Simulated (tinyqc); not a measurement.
# From width change per 1 % of dose back to pattern density around the test line

Model: electron-beam lithography: double-Gaussian proximity function, edge placement and dose correction for parallel lines. Computed by tinyqc, a small Python program. Command: `OMP_NUM_THREADS=1 python tinyqc.py 3113644 3113645 out.jsonl proximity inv`. One thread of a shared host (Intel(R) Xeon(R) Processor @ 2.30GHz), about 0.01 s of CPU time with the checks.

Lines are infinitely long. Absorbed energy is counted so that the middle of a very large area written at dose 1 receives 1; the resist develops where it exceeds 1/2.

Inputs (values chosen for the exercise, of the order of those for 50 keV electrons in resist on silicon):

| quantity | value | unit |
|---|---|---|
| forward range alpha | 0.013 | micrometre |
| backscatter ratio eta | 1.1 | - |
| base dose D0 | 51 | microcoulomb/cm^2 |
| width of the test line | 0.035 | micrometre |

Method. A test line of width w << beta in surroundings of density rho, all at dose d: near its edge E(x) = d [S + eta rho]/(1 + eta), S = [erf((b - x)/alpha) - erf((a - x)/alpha)]/2 for edges a and b, the second term being the background energy. Dose to size d_s = (1 + eta)/(erf(w/alpha) + 2 eta rho), dose = d_s D0; edge slope d [1 - exp(-w^2/alpha^2)]/(sqrt(pi) alpha (1 + eta)); width change per 1 % of dose = 2 x 0.01 x (1/2)/slope.

Problem. A run gave the result below. Find the pattern density around the test line, known to lie between 0.52 and 0.92.

width change per 1 % of dose = 0.64845 nm

Solution.

Each step takes the trial c = (a f_b - b f_a)/(f_b - f_a), f being the result less the target and a, b, c the logarithms of the listed values; c replaces end b, the old b replaces a if the sign of f changed, and otherwise f_a is halved.

Scan of the range:

| pattern density around the test line | width change per 1 % of dose (nm) |
|---|---|
| 0.520 | 0.494338 |
| 0.572 | 0.520716 |
| 0.629 | 0.549631 |
| 0.692 | 0.581590 |
| 0.761 | 0.616593 |
| 0.837 | 0.655146 |
| 0.920 | 0.697251 |

False position (Illinois rule, in the logarithm of the input) inside the bracket:

| step | end a | end b | trial | width change per 1 % of dose (nm) |
|---|---|---|---|---|
| 1 | 0.761000 | 0.837000 | 0.823275 | 0.648184 |
| 2 | 0.837000 | 0.823275 | 0.823796 | 0.648448 |
| 3 | 0.837000 | 0.823796 | 0.823804 | 0.648452 |
| 4 | 0.823796 | 0.823804 | 0.823800 | 0.648450 |

Width change per 1 % of dose rises at every point of a 13-point scan of the range (every second point is shown), so one value fits; it is bracketed by 0.761 and 0.837. The scan shows a straight line, so linear interpolation between any two rows gives the answer at once. Answer: pattern density around the test line = 0.8238.
